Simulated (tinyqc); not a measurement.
Speciation in dilute and buffered hydrofluoric acid, oxide etch rate and bath loading: one step, computed by the program tinyqc.

Concentrations stand for activities, NH4+ and Cl- are spectators, and water ionisation is neglected. H, F and HF2 denote the ions H+, F- and HF2-. The base temperature is 298 K.

Problem. Etch rate. Rate = k_a ([HF] + 2 [H2F2]) + k_b [HF2], an empirical two-term form. Time = oxide/rate; a temperature error changes the rate by exp((E_a/k_B)(1/298 - 1/(298 + error))) - 1.

Inputs (values chosen for the exercise, of the order of those for thermal oxide at room temperature):
```
quantity                         value            unit
NH4F added                           0           mol/L
HCl added                         0.63           mol/L
rate constant of neutral HF k_a     11  nm L/(min mol)
rate constant of HF2 k_b            56  nm L/(min mol)
activation energy                 0.31              eV
temperature error                  1.3               K
oxide removed per wafer             55              nm
```

[HF] = 0.1360550 mol/L

[H2F2] = 0.05183068 mol/L

[HF2] = 7.210387e-05 mol/L

Constants: k_B = 8.617333262e-05 eV/K.

Give: etch rate; share of HF2 in the rate; etch time; rate change from the temperature error.

Solution.

etch rate = 2.641 nm/min

share of HF2 in the rate = 0.1529 %

etch time = 1250 s

rate change from the temperature error = 5.383 %

Caution: at ionic strengths above about 0.5 mol/L activities differ much from concentrations, so pH and rates are only indicative.
